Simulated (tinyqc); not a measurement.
Thin-film optics by transfer matrices, step by step. Values are carried at full precision from step to step, so a last printed digit may differ when a step is redone from the rounded ones.

Indices N = n + i k. Snell: N0 sin(theta) = N_j sin(theta_j), with Im(N_j cos theta_j) >= 0. Admittance y_j = N_j cos theta_j for s and N_j/cos theta_j for p. Phase delta_j = 2 pi N_j cos theta_j d_j/lambda. Layer matrix [[cos delta, -i sin delta/y], [-i y sin delta, cos delta]], multiplied from the top down to M. (B, C) = M (1, y_sub); r = (y0 B - C)/(y0 B + C), R = |r|^2, T = 4 Re y0 Re y_sub/|y0 B + C|^2, absorbed in the films 1 - R - T.

Inputs chosen for the exercise (indices near those of resist, ARC, SiO2 on polySi; shifted at random, so the results belong to these values and not to a real crystal): lam = 193 nm (vacuum wavelength); n0 = 1 (ambient index); n = (1.692, 1.847, 1.573, 0.994) (n of resist, ARC, SiO2, substrate); k = (0.02, 0.331, 0, 2.247) (k in the same order); d = (460, 23, 2.9) nm (thicknesses, top first); theta = 60 degrees (angle of incidence); pol = s (polarisation).

## Angles, admittances and phases

Form cos theta_j, y_j and delta_j.

cos theta_j: ambient 0.5000, film 1 0.8592+0.0036i, film 2 0.8955+0.0413i, film 3 0.8348, substrate 1.0419+0.0441i

y_j: ambient 0.5000, film 1 1.4536+0.0233i, film 2 1.6404+0.3727i, film 3 1.3131, substrate 0.9365+2.3850i

delta_j (rad): film 1 21.7686+0.3486i, film 2 1.2283+0.2791i, film 3 0.1240

## Layer matrices and their product

Form each matrix and multiply from the top down.

matrix of film 1:
$$\begin{pmatrix}
-1.0352-0.0785i & -0.2412-0.1573i \\
-0.4989-0.3486i & -1.0352-0.0785i
\end{pmatrix}$$

matrix of film 2:
$$\begin{pmatrix}
0.3490-0.2663i & -0.0739-0.5799i \\
0.5206-1.5702i & 0.3490-0.2663i
\end{pmatrix}$$

matrix of film 3:
$$\begin{pmatrix}
0.9923 & -0.0942i \\
-0.1624i & 0.9923
\end{pmatrix}$$

M:
$$\begin{pmatrix}
-0.6491+0.5564i & -0.0431+0.6818i \\
-0.8305+1.6725i & -0.3931+0.6465i
\end{pmatrix}$$

Each matrix has determinant 1, and so has M.

## Reflection and transmission

Close the stack on the substrate.

B, C: [-2.3155+1.0922i, -2.7405+1.3405i]

r = -0.4089+0.0059i
R = 0.1672
T into the substrate = 0.0999
absorbed in the films = 0.7329

The bare substrate would reflect 0.7584.

## Ellipsometric angles

Ellipsometry: rho = tan(Psi) exp(i Delta) = -conj(r_p/r_s) with the r of the admittance formula, Delta in 0 to 360 degrees, so that a bare dielectric at small angles gives Delta = 180.

Repeat the steps for both polarisations.

r_s = -0.4089+0.0059i
r_p = 0.1090+0.0593i
Psi = 16.89 degrees
Delta = 330.61 degrees

## Checks

- R against the recursion of Airy sums from the substrate up: both 0.16721.

tinyqc: `OMP_NUM_THREADS=1 python tinyqc.py 1651167 1651168 out.jsonl`; about 0.01 s, one thread, shared Intel(R) Xeon(R) Processor @ 2.30GHz.
